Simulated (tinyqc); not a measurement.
Cluster expansion of a binary alloy: correlations, fit, cross-validation and ground states: one step, computed by the program tinyqc.

s = +1 for A and -1 for B. Energy per site E = J0 + J1 P(point) + sum over clusters of m V P, with P the mean product of spins; V > 0 on a pair favours unlike neighbours. Clusters per site m: pair 1 6, pair 2 3, pair 3 12, triplet 8; the triplet is the triangle of first neighbours. Formation energies are counted from the line between pure A and pure B, which removes J0 and J1.

Task: Formation energies. Exact: X V with V = (V1, V2, V3, Vt). The data to fit add the noise amplitude times the normal numbers, standing for what the clusters leave out.

Inputs (values chosen for the exercise, for a model alloy):

| quantity | value | unit |
|---|---|---|
| first-pair interaction V1 | -5.7 | meV |
| second-pair interaction V2 | 0.4 | meV |
| third-pair interaction V3 | -0.7 | meV |
| triplet interaction Vt | -0.3 | meV |
| noise amplitude | 1.1 | meV/site |

Lattice: fcc.

X:
```
                     pair 1    pair 2     pair 3   triplet
A                   0.00000   0.00000    0.00000   0.00000
A3B L1_2           -6.00000   0.00000  -12.00000  -8.00000
A3B D0_22          -6.00000  -1.00000   -8.00000  -8.00000
A3B (001) layers   -4.00000  -1.00000  -12.00000   0.00000
A2B (001) layers   -5.33333  -1.33333  -16.00000   0.00000
AB L1_0            -8.00000   0.00000  -16.00000   0.00000
AB L1_1            -6.00000  -6.00000  -12.00000   0.00000
A2B2 (001) layers  -4.00000  -2.00000  -16.00000   0.00000
AB2 (001) layers   -5.33333  -1.33333  -16.00000   0.00000
AB3 L1_2           -6.00000   0.00000  -12.00000   8.00000
AB3 D0_22          -6.00000  -1.00000   -8.00000   8.00000
AB3 (001) layers   -4.00000  -1.00000  -12.00000   0.00000
B                   0.00000   0.00000    0.00000   0.00000
```

standard normal numbers for the noise (0 for the pure ends): A 0.000, A3B L1_2 -1.081, A3B D0_22 0.383, A3B (001) layers -0.707, A2B (001) layers 2.160, AB L1_0 1.281, AB L1_1 1.043, A2B2 (001) layers -0.871, AB2 (001) layers 0.845, AB3 L1_2 1.330, AB3 D0_22 -0.849, AB3 (001) layers -0.513, B 0.000

Give: exact energies; data.

Result:

exact energies (meV/site): A 0.000, A3B L1_2 45.000, A3B D0_22 41.800, A3B (001) layers 30.800, A2B (001) layers 41.067, AB L1_0 56.800, AB L1_1 40.200, A2B2 (001) layers 33.200, AB2 (001) layers 41.067, AB3 L1_2 40.200, AB3 D0_22 37.000, AB3 (001) layers 30.800, B 0.000

data (meV/site): A 0.000, A3B L1_2 43.811, A3B D0_22 42.221, A3B (001) layers 30.022, A2B (001) layers 43.443, AB L1_0 58.209, AB L1_1 41.347, A2B2 (001) layers 32.242, AB2 (001) layers 41.996, AB3 L1_2 41.663, AB3 D0_22 36.066, AB3 (001) layers 30.236, B 0.000
